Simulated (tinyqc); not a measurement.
CCSD on RHF in the sto-3g basis, for BeH2, spin multiplicity 1, step by step. Computed by tinyqc, a small Python program that keeps every step (integrals from PySCF). Settings: charge = 0, multiplicity = 1, basis = sto-3g, method = RHF, energy threshold = 1e-10, iteration cap = 88, orthogonalisation = symmetric, start = atomic densities, DIIS depth = 6, amplitude equations = CCSD, DIIS depth for amplitudes = 6, cap on updates = 54. Command: `OMP_NUM_THREADS=1 python tinyqc.py 30843 30844 out.jsonl` (the two numbers bound the seeds that draw the settings). One thread of a shared host (Intel(R) Xeon(R) Processor @ 2.60GHz), about 0.3 s of CPU time with the checks. The early iterations of the SCF are left out here.

## One-electron integrals

Geometry (angstrom):

| atom | x | y | z |
|---|---|---|---|
| Be | 0.00000 | 0.00000 | 0.00000 |
| H | 0.00000 | 1.34400 | 0.00000 |
| H | 0.00000 | -1.34400 | 0.00000 |

Basis sto-3g: exponents (1/bohr^2) and contraction coefficients of normalised primitives:

| element | l (shell) | exponent | coefficient |
|---|---|---|---|
| Be | s (1) | 30.16787 | 0.15433 |
| Be | s (1) | 5.49512 | 0.53533 |
| Be | s (1) | 1.48719 | 0.44463 |
| Be | s (2) | 1.31483 | -0.09997 |
| Be | s (2) | 0.30554 | 0.39951 |
| Be | s (2) | 0.09937 | 0.70012 |
| Be | p (3) | 1.31483 | 0.15592 |
| Be | p (3) | 0.30554 | 0.60768 |
| Be | p (3) | 0.09937 | 0.39196 |
| H | s (1) | 3.42525 | 0.15433 |
| H | s (1) | 0.62391 | 0.53533 |
| H | s (1) | 0.16886 | 0.44463 |

Overlap, kinetic and nuclear-attraction integrals over the contracted functions; the nuclear repulsion is the sum of Za Zb / Rab.

nuclear repulsion = 3.3467309 hartree

overlap S:
```
          1Be 1s   1Be 2s  1Be 2px   1Be 2py  1Be 2pz    2H 1s     3H 1s
1Be 1s   1.00000  0.25952  0.00000   0.00000  0.00000  0.06888   0.06888
1Be 2s   0.25952  1.00000  0.00000   0.00000  0.00000  0.45835   0.45835
1Be 2px  0.00000  0.00000  1.00000   0.00000  0.00000  0.00000   0.00000
1Be 2py  0.00000  0.00000  0.00000   1.00000  0.00000  0.52477  -0.52477
1Be 2pz  0.00000  0.00000  0.00000   0.00000  1.00000  0.00000   0.00000
2H 1s    0.06888  0.45835  0.00000   0.52477  0.00000  1.00000   0.03451
3H 1s    0.06888  0.45835  0.00000  -0.52477  0.00000  0.03451   1.00000
```

kinetic energy T (hartree):
```
           1Be 1s    1Be 2s  1Be 2px   1Be 2py  1Be 2pz     2H 1s     3H 1s
1Be 1s    6.69397  -0.03301  0.00000   0.00000  0.00000  -0.01633  -0.01633
1Be 2s   -0.03301   0.21111  0.00000   0.00000  0.00000   0.06850   0.06850
1Be 2px   0.00000   0.00000  0.66059   0.00000  0.00000   0.00000   0.00000
1Be 2py   0.00000   0.00000  0.00000   0.66059  0.00000   0.19259  -0.19259
1Be 2pz   0.00000   0.00000  0.00000   0.00000  0.66059   0.00000   0.00000
2H 1s    -0.01633   0.06850  0.00000   0.19259  0.00000   0.76003  -0.00931
3H 1s    -0.01633   0.06850  0.00000  -0.19259  0.00000  -0.00931   0.76003
```

nuclear attraction V (hartree):
```
            1Be 1s    1Be 2s   1Be 2px   1Be 2py   1Be 2pz     2H 1s     3H 1s
1Be 1s   -15.34856  -2.10361   0.00000   0.00000   0.00000  -0.55762  -0.55762
1Be 2s    -2.10361  -3.05007   0.00000   0.00000   0.00000  -1.35724  -1.35724
1Be 2px    0.00000   0.00000  -2.95434   0.00000   0.00000   0.00000   0.00000
1Be 2py    0.00000   0.00000   0.00000  -3.18665   0.00000  -1.51976   1.51976
1Be 2pz    0.00000   0.00000   0.00000   0.00000  -2.95434   0.00000   0.00000
2H 1s     -0.55762  -1.35724   0.00000  -1.51976   0.00000  -2.98614  -0.11947
3H 1s     -0.55762  -1.35724   0.00000   1.51976   0.00000  -0.11947  -2.98614
```

core Hamiltonian H = T + V (hartree):
```
           1Be 1s    1Be 2s   1Be 2px   1Be 2py   1Be 2pz     2H 1s     3H 1s
1Be 1s   -8.65458  -2.13662   0.00000   0.00000   0.00000  -0.57395  -0.57395
1Be 2s   -2.13662  -2.83896   0.00000   0.00000   0.00000  -1.28875  -1.28875
1Be 2px   0.00000   0.00000  -2.29375   0.00000   0.00000   0.00000   0.00000
1Be 2py   0.00000   0.00000   0.00000  -2.52606   0.00000  -1.32717   1.32717
1Be 2pz   0.00000   0.00000   0.00000   0.00000  -2.29375   0.00000   0.00000
2H 1s    -0.57395  -1.28875   0.00000  -1.32717   0.00000  -2.22611  -0.12878
3H 1s    -0.57395  -1.28875   0.00000   1.32717   0.00000  -0.12878  -2.22611
```

## Two-electron integrals

Functions are numbered as in S; the eight-fold symmetry (ij|kl) = (ji|kl) = (kl|ij) leaves the list below.

Two-electron integrals (ij|kl) in chemists' order, unique and non-zero (hartree):
```
(11|11) 2.29883    (21|11) 0.39204    (21|21) 0.07954    (22|11) 0.57099
(22|21) 0.14304    (22|22) 0.41768    (31|31) 0.01461    (32|31) 0.02189
(32|32) 0.09226    (33|11) 0.56958    (33|21) 0.14308    (33|22) 0.41759
(33|33) 0.44986    (41|41) 0.01461    (42|41) 0.02189    (42|42) 0.09226
(43|43) 0.02425    (44|11) 0.56958    (44|21) 0.14308    (44|22) 0.41759
(44|33) 0.40136    (44|44) 0.44986    (51|51) 0.01461    (52|51) 0.02189
(52|52) 0.09226    (53|53) 0.02425    (54|54) 0.02425    (55|11) 0.56958
(55|21) 0.14308    (55|22) 0.41759    (55|33) 0.40136    (55|44) 0.40136
(55|55) 0.44986    (61|11) 0.10302    (61|21) 0.02088    (61|22) 0.03782
(61|33) 0.03754    (61|41) 0.00188    (61|42) 0.00350    (61|44) 0.03839
(61|55) 0.03754    (61|61) 0.00576    (62|11) 0.22544    (62|21) 0.05717
(62|22) 0.17889    (62|33) 0.17240    (62|41) 0.00752    (62|42) 0.04403
(62|44) 0.19169    (62|55) 0.17240    (62|61) 0.01658    (62|62) 0.10940
(63|31) 0.00555    (63|32) 0.02519    (63|43) 0.00786    (63|63) 0.01078
(64|11) 0.23341    (64|21) 0.05997    (64|22) 0.19693    (64|33) 0.18529
(64|41) 0.01234    (64|42) 0.06894    (64|44) 0.22002    (64|55) 0.18529
(64|61) 0.01828    (64|62) 0.13765    (64|64) 0.18003    (65|51) 0.00555
(65|52) 0.02519    (65|54) 0.00786    (65|65) 0.01078    (66|11) 0.39010
(66|21) 0.10078    (66|22) 0.35112    (66|33) 0.32563    (66|41) 0.01643
(66|42) 0.12085    (66|44) 0.40184    (66|55) 0.32563    (66|61) 0.03018
(66|62) 0.26676    (66|64) 0.35795    (66|66) 0.77461    (71|11) 0.10302
(71|21) 0.02088    (71|22) 0.03782    (71|33) 0.03754    (71|41) -0.00188
(71|42) -0.00350   (71|44) 0.03839    (71|55) 0.03754    (71|61) 0.00524
(71|62) 0.01398    (71|64) 0.01406    (71|66) 0.02423    (71|71) 0.00576
(72|11) 0.22544    (72|21) 0.05717    (72|22) 0.17889    (72|33) 0.17240
(72|41) -0.00752   (72|42) -0.04403   (72|44) 0.19169    (72|55) 0.17240
(72|61) 0.01398    (72|62) 0.05965    (72|64) 0.05918    (72|66) 0.10828
(72|71) 0.01658    (72|72) 0.10940    (73|31) 0.00555    (73|32) 0.02519
(73|43) -0.00786   (73|63) 0.00480    (73|73) 0.01078    (74|11) -0.23341
(74|21) -0.05997   (74|22) -0.19693   (74|33) -0.18529   (74|41) 0.01234
(74|42) 0.06894    (74|44) -0.22002   (74|55) -0.18529   (74|61) -0.01406
(74|62) -0.05918   (74|64) -0.05583   (74|66) -0.10517   (74|71) -0.01828
(74|72) -0.13765   (74|74) 0.18003    (75|51) 0.00555    (75|52) 0.02519
(75|54) -0.00786   (75|65) 0.00480    (75|75) 0.01078    (76|11) 0.02189
(76|21) 0.00541    (76|22) 0.01519    (76|33) 0.01495    (76|44) 0.01568
(76|55) 0.01495    (76|61) 0.00144    (76|62) 0.00668    (76|64) 0.00748
(76|66) 0.01348    (76|71) 0.00144    (76|72) 0.00668    (76|74) -0.00748
(76|76) 0.00056    (77|11) 0.39010    (77|21) 0.10078    (77|22) 0.35112
(77|33) 0.32563    (77|41) -0.01643   (77|42) -0.12085   (77|44) 0.40184
(77|55) 0.32563    (77|61) 0.02423    (77|62) 0.10828    (77|64) 0.10517
(77|66) 0.19682    (77|71) 0.03018    (77|72) 0.26676    (77|74) -0.35795
(77|76) 0.01348    (77|77) 0.77461
```

## Orthogonalisation

S = U s U^T; symmetric (Loewdin) form X = U s^(-1/2) U^T, so that X^T S X = 1.

eigenvalues of S: 0.24041  0.34587  0.93799  1.00000  1.00000  1.72509  1.75064

X:
```
           1Be 1s    1Be 2s  1Be 2px   1Be 2py  1Be 2pz     2H 1s     3H 1s
1Be 1s    1.02839  -0.15315  0.00000   0.00000  0.00000   0.01796   0.01796
1Be 2s   -0.15315   1.25856  0.00000   0.00000  0.00000  -0.31411  -0.31411
1Be 2px   0.00000   0.00000  1.00000   0.00000  0.00000   0.00000   0.00000
1Be 2py   0.00000   0.00000  0.00000   1.38559  0.00000  -0.45177   0.45177
1Be 2pz   0.00000   0.00000  0.00000   0.00000  1.00000   0.00000   0.00000
2H 1s     0.01796  -0.31411  0.00000  -0.45177  0.00000   1.30851  -0.10678
3H 1s     0.01796  -0.31411  0.00000   0.45177  0.00000  -0.10678   1.30851
```

## Iteration 6 (converged): orbitals

converged F (hartree):
```
           1Be 1s    1Be 2s  1Be 2px   1Be 2py  1Be 2pz     2H 1s     3H 1s
1Be 1s   -4.51678  -1.28797  0.00000   0.00000  0.00000  -0.35177  -0.35177
1Be 2s   -1.28797  -0.63136  0.00000   0.00000  0.00000  -0.41515  -0.41515
1Be 2px   0.00000   0.00000  0.21214   0.00000  0.00000   0.00000   0.00000
1Be 2py   0.00000   0.00000  0.00000  -0.23451  0.00000  -0.33383   0.33383
1Be 2pz   0.00000   0.00000  0.00000   0.00000  0.21214   0.00000   0.00000
2H 1s    -0.35177  -0.41515  0.00000  -0.33383  0.00000  -0.31119  -0.04818
3H 1s    -0.35177  -0.41515  0.00000   0.33383  0.00000  -0.04818  -0.31119
```

Diagonalise F' = X^T F X, C = X C', fill 3 alpha and 3 beta electrons from the bottom; D = 2 C_occ C_occ^T. Each column has its largest component positive (the first on a tie).

F' = X^T F X (hartree):
```
          1         2        3         4        5         6         7
1  -4.40760  -0.68960  0.00000   0.00000  0.00000  -0.05584  -0.05584
2  -0.68960  -0.09162  0.00000   0.00000  0.00000  -0.33452  -0.33452
3   0.00000   0.00000  0.21214   0.00000  0.00000   0.00000   0.00000
4   0.00000   0.00000  0.00000   0.27829  0.00000  -0.47595   0.47595
5   0.00000   0.00000  0.00000   0.00000  0.21214   0.00000   0.00000
6  -0.05584  -0.33452  0.00000  -0.47595  0.00000   0.10515  -0.12610
7  -0.05584  -0.33452  0.00000   0.47595  0.00000  -0.12610   0.10515
```

orbital energies (hartree): MO1 -4.52022, MO2 -0.45526, MO3 -0.41874, MO4 0.21214, MO5 0.21214, MO6 0.45531, MO7 0.92828

coefficients C:
```
              MO1       MO2       MO3      MO4      MO5       MO6       MO7
1Be 1s    0.99176  -0.22341   0.00000  0.00000  0.00000  -0.21952   0.00000
1Be 2s    0.03178   0.55972   0.00000  0.00000  0.00000   1.22084   0.00000
1Be 2px   0.00000   0.00000   0.00000  0.00000  1.00000   0.00000   0.00000
1Be 2py   0.00000   0.00000   0.50291  0.00000  0.00000   0.00000   1.44053
1Be 2pz   0.00000   0.00000   0.00000  1.00000  0.00000   0.00000   0.00000
2H 1s    -0.00291   0.39417   0.40607  0.00000  0.00000  -0.81589  -1.02016
3H 1s    -0.00291   0.39417  -0.40607  0.00000  0.00000  -0.81589   1.02016
```

D after iteration 6:
```
           1Be 1s    1Be 2s  1Be 2px   1Be 2py  1Be 2pz     2H 1s     3H 1s
1Be 1s    2.06698  -0.18706  0.00000   0.00000  0.00000  -0.18188  -0.18188
1Be 2s   -0.18706   0.62860  0.00000   0.00000  0.00000   0.44107   0.44107
1Be 2px   0.00000   0.00000  0.00000   0.00000  0.00000   0.00000   0.00000
1Be 2py   0.00000   0.00000  0.00000   0.50584  0.00000   0.40844  -0.40844
1Be 2pz   0.00000   0.00000  0.00000   0.00000  0.00000   0.00000   0.00000
2H 1s    -0.18188   0.44107  0.00000   0.40844  0.00000   0.64055  -0.01903
3H 1s    -0.18188   0.44107  0.00000  -0.40844  0.00000  -0.01903   0.64055
```

Within a degenerate level the vectors are fixed only up to a rotation; this is one choice.

## Convergence

Stop when the energy changes by less than 1e-10 hartree and every element of the error matrix X^T (F D S - S D F) X is below 3e-06.

Course of the cycle:

| iteration | E (hartree) | change | largest element of the error matrix |
|---|---|---|---|
| 1 | -15.4093409 | - | 3.96e-01 |
| 2 | -15.5444264 | -1.35e-01 | 9.88e-02 |
| 3 | -15.5585703 | -1.41e-02 | 1.53e-02 |
| 4 | -15.5590881 | -5.18e-04 | 5.31e-04 |
| 5 | -15.5590885 | -3.89e-07 | 7.72e-06 |
| 6 | -15.5590885 | -8.90e-11 | 6.82e-07 |

PySCF RHF in the same basis = -15.5590885 hartree

Converged in 6 iterations.

## Integrals over molecular orbitals

(pq|rs) = sum C_ip C_jq C_kr C_ls (ij|kl), one index at a time.

one-electron integrals over orbitals h = C^T H C (hartree):
```
          1         2         3         4         5         6         7
1  -8.64295   0.22399   0.00000   0.00000   0.00000   0.19493   0.00000
2   0.22399  -2.45395   0.00000   0.00000   0.00000  -0.17763   0.00000
3   0.00000   0.00000  -2.41469   0.00000   0.00000   0.00000  -0.28321
4   0.00000   0.00000   0.00000  -2.29375   0.00000   0.00000   0.00000
5   0.00000   0.00000   0.00000   0.00000  -2.29375   0.00000   0.00000
6   0.19493  -0.17763   0.00000   0.00000   0.00000  -1.91481   0.00000
7   0.00000   0.00000  -0.28321   0.00000   0.00000   0.00000  -1.80591
```

Two-electron integrals over orbitals (pq|rs), unique and non-zero (hartree):
```
(11|11) 2.27151    (21|11) -0.19782   (21|21) 0.02645    (22|11) 0.48583
(22|21) -0.00664   (22|22) 0.39701    (31|31) 0.00595    (32|31) 0.01395
(32|32) 0.16415    (33|11) 0.45597    (33|21) -0.00279   (33|22) 0.41030
(33|33) 0.43349    (41|41) 0.01577    (42|41) 0.01526    (42|42) 0.04928
(43|43) 0.01452    (44|11) 0.56917    (44|21) -0.00798   (44|22) 0.36823
(44|33) 0.35533    (44|44) 0.44986    (51|51) 0.01577    (52|51) 0.01526
(52|52) 0.04928    (53|53) 0.01452    (54|54) 0.02425    (55|11) 0.56917
(55|21) -0.00798   (55|22) 0.36823    (55|33) 0.35533    (55|44) 0.40136
(55|55) 0.44986    (61|11) -0.18254   (61|21) 0.02506    (61|22) -0.00671
(61|33) -0.00401   (61|44) -0.00481   (61|55) -0.00481   (61|61) 0.02398
(62|11) 0.11324    (62|21) -0.00660   (62|22) -0.02401   (62|33) -0.04712
(62|44) 0.05328    (62|55) 0.05328    (62|61) -0.00410   (62|62) 0.07801
(63|31) -0.00245   (63|32) -0.09447   (63|63) 0.08358    (64|41) 0.01636
(64|42) 0.04738    (64|64) 0.05085    (65|51) 0.01636    (65|52) 0.04738
(65|65) 0.05085    (66|11) 0.47537    (66|21) -0.00663   (66|22) 0.39571
(66|33) 0.40676    (66|44) 0.36656    (66|55) 0.36656    (66|61) -0.00612
(66|62) -0.03436   (66|66) 0.41069    (71|31) 0.01112    (71|32) 0.02034
(71|63) -0.00189   (71|71) 0.02119    (72|31) 0.00360    (72|32) -0.04395
(72|63) 0.06127    (72|71) 0.00742    (72|72) 0.05662    (73|11) 0.14087
(73|21) -0.00501   (73|22) -0.00532   (73|33) -0.02070   (73|44) 0.06001
(73|55) 0.06001    (73|61) -0.00335   (73|62) 0.07337    (73|66) -0.02589
(73|73) 0.08271    (74|43) 0.01374    (74|74) 0.01658    (75|53) 0.01374
(75|75) 0.01658    (76|31) 0.01116    (76|32) 0.14267    (76|63) -0.09509
(76|71) 0.01648    (76|72) -0.05520   (76|76) 0.14048    (77|11) 0.57574
(77|21) -0.00896   (77|22) 0.42649    (77|33) 0.44513    (77|44) 0.39037
(77|55) 0.39037    (77|61) -0.00874   (77|62) -0.03543   (77|66) 0.43447
(77|73) -0.00999   (77|77) 0.48681
```

## CCSD: starting amplitudes

t_ij^ab = <ij||ab> / (e_i + e_j - e_a - e_b), whose energy is MP2.

Starting amplitudes (spin orbitals 1a, 1b, ...; amplitudes related by a flip of all spins are not repeated):

| from | to | t |
|---|---|---|
| 3a 3b | 6a 6b | -0.04781 |
| 2a 2b | 6a 6b | -0.04284 |
| 2a 2b | 4a 4b | -0.03692 |
| 2a 2b | 5a 5b | -0.03692 |
| 2a 3b | 6a 7b | -0.03250 |
| 3a 3b | 7a 7b | -0.03070 |
| 2a 3b | 6b 7a | 0.02714 |
| 2a 2b | 7a 7b | -0.02046 |
| 3a 3b | 4a 4b | -0.01151 |
| 3a 3b | 5a 5b | -0.01151 |
| 2a 3a | 6a 7a | -0.00536 |
| 1a 2b | 4a 4b | -0.00283 |
| 1a 2b | 5a 5b | -0.00283 |
| 1a 1b | 6a 6b | -0.00241 |
| 1a 1b | 7a 7b | -0.00194 |
| 1a 1b | 4a 4b | -0.00167 |
| 1a 1b | 5a 5b | -0.00167 |
| 1a 2b | 7a 7b | -0.00109 |
| 1a 2b | 6a 6b | 0.00070 |
| 1a 3b | 6a 7b | 0.00053 |
| 1a 3b | 6b 7a | -0.00030 |
| 1a 3a | 6a 7a | 0.00023 |

correlation energy = -0.0235833 hartree

## CCSD: amplitude update 1

t_i^a D_i^a and t_ij^ab D_ij^ab are set to the remaining terms of the spin-orbital equations, evaluated with the old amplitudes; for the doubles these are <ij||ab> + 1/2 <ab||ef> t_ij^ef + 1/2 <mn||ij> t_mn^ab + P(ij)P(ab) <mb||ej> t_im^ae + terms in t^2 + terms with t1, D the orbital-energy denominators.

Amplitudes after update 1 (spin orbitals 1a, 1b, ...; amplitudes related by a flip of all spins are not repeated; the 24 largest):

| from | to | t |
|---|---|---|
| 3a 3b | 6a 6b | -0.06531 |
| 2a 2b | 6a 6b | -0.05538 |
| 2a 2b | 4a 4b | -0.04699 |
| 2a 2b | 5a 5b | -0.04699 |
| 2a 3b | 6a 7b | -0.04445 |
| 3a 3b | 7a 7b | -0.03887 |
| 2a 3b | 6b 7a | 0.03832 |
| 2a 2b | 7a 7b | -0.02638 |
| 3a 3b | 4a 4b | -0.00875 |
| 3a 3b | 5a 5b | -0.00875 |
| 2a 3a | 6a 7a | -0.00614 |
| 2a | 6a | 0.00504 |
| 1a 2b | 4a 4b | -0.00311 |
| 1a 2b | 5a 5b | -0.00311 |
| 1a 1b | 6a 6b | -0.00199 |
| 1a 1b | 7a 7b | -0.00179 |
| 1a 1b | 4a 4b | -0.00155 |
| 1a 1b | 5a 5b | -0.00155 |
| 3a | 7a | -0.00130 |
| 1a 2b | 7a 7b | -0.00125 |
| 1a 2b | 6a 6b | 0.00078 |
| 1a 3b | 6a 7b | 0.00052 |
| 1a 3b | 6b 7a | -0.00033 |
| 1a | 6a | 0.00030 |

correlation energy = -0.0310934 hartree

## CCSD: amplitude update 2

As before.

Amplitudes after update 2 (spin orbitals 1a, 1b, ...; amplitudes related by a flip of all spins are not repeated; the 24 largest):

| from | to | t |
|---|---|---|
| 3a 3b | 6a 6b | -0.07322 |
| 2a 2b | 6a 6b | -0.05941 |
| 2a 2b | 4a 4b | -0.05062 |
| 2a 2b | 5a 5b | -0.05062 |
| 2a 3b | 6a 7b | -0.04832 |
| 2a 3b | 6b 7a | 0.04202 |
| 3a 3b | 7a 7b | -0.04143 |
| 2a 2b | 7a 7b | -0.02832 |
| 2a | 6a | 0.00775 |
| 2a 3a | 6a 7a | -0.00630 |
| 3a 3b | 4a 4b | -0.00564 |
| 3a 3b | 5a 5b | -0.00564 |
| 1a 2b | 4a 4b | -0.00312 |
| 1a 2b | 5a 5b | -0.00312 |
| 3a | 7a | -0.00216 |
| 1a 1b | 6a 6b | -0.00197 |
| 1a 1b | 7a 7b | -0.00179 |
| 1a 1b | 4a 4b | -0.00155 |
| 1a 1b | 5a 5b | -0.00155 |
| 1a 2b | 7a 7b | -0.00129 |
| 1a 2b | 6a 6b | 0.00081 |
| 1a 3b | 6a 7b | 0.00051 |
| 1a 3b | 6b 7a | -0.00037 |
| 1a | 6a | 0.00034 |

correlation energy = -0.0336818 hartree

## CCSD: convergence

E_corr = 1/4 sum <ij||ab> t_ij^ab + 1/2 sum <ij||ab> t_i^a t_j^b; stop when the norm of the change is below 1e-8.

Course of the amplitude iterations:

| update | correlation energy (hartree) | norm of the change |
|---|---|---|
| 0 | -0.0235833 | - |
| 1 | -0.0310934 | 7.31e-02 |
| 2 | -0.0336818 | 2.80e-02 |
| 3 | -0.0352346 | 1.19e-02 |
| 4 | -0.0352210 | 2.22e-03 |
| 5 | -0.0352254 | 3.90e-04 |
| 6 | -0.0352246 | 3.10e-05 |
| 7 | -0.0352247 | 9.64e-06 |
| 8 | -0.0352248 | 1.76e-06 |
| 9 | -0.0352248 | 2.73e-07 |
| 10 | -0.0352248 | 4.44e-08 |
| 11 | -0.0352248 | 7.21e-09 |

Converged amplitudes (spin orbitals 1a, 1b, ...; amplitudes related by a flip of all spins are not repeated; the 24 largest):

| from | to | t |
|---|---|---|
| 3a 3b | 6a 6b | -0.08023 |
| 2a 2b | 6a 6b | -0.06025 |
| 2a 2b | 4a 4b | -0.05415 |
| 2a 2b | 5a 5b | -0.05415 |
| 2a 3b | 6a 7b | -0.05052 |
| 2a 3b | 6b 7a | 0.04381 |
| 3a 3b | 7a 7b | -0.04227 |
| 2a 2b | 7a 7b | -0.02917 |
| 2a | 6a | 0.01069 |
| 2a 3a | 6a 7a | -0.00672 |
| 3a | 7a | -0.00344 |
| 1a 2b | 5a 5b | -0.00313 |
| 1a 2b | 4a 4b | -0.00313 |
| 1a 1b | 6a 6b | -0.00192 |
| 1a 1b | 7a 7b | -0.00179 |
| 1a 1b | 5a 5b | -0.00153 |
| 1a 1b | 4a 4b | -0.00153 |
| 3a 3b | 4a 4b | -0.00140 |
| 3a 3b | 5a 5b | -0.00140 |
| 1a 2b | 7a 7b | -0.00133 |
| 1a 2b | 6a 6b | 0.00083 |
| 1a 3b | 6a 7b | 0.00048 |
| 1a 3b | 6b 7a | -0.00040 |
| 1a | 6a | 0.00035 |

CCSD total energy = -15.5943133 hartree

T1 diagnostic, norm of the one-spin t1 over sqrt(correlated electrons) = 0.00459

Converged in 11 updates, with DIIS from the third.
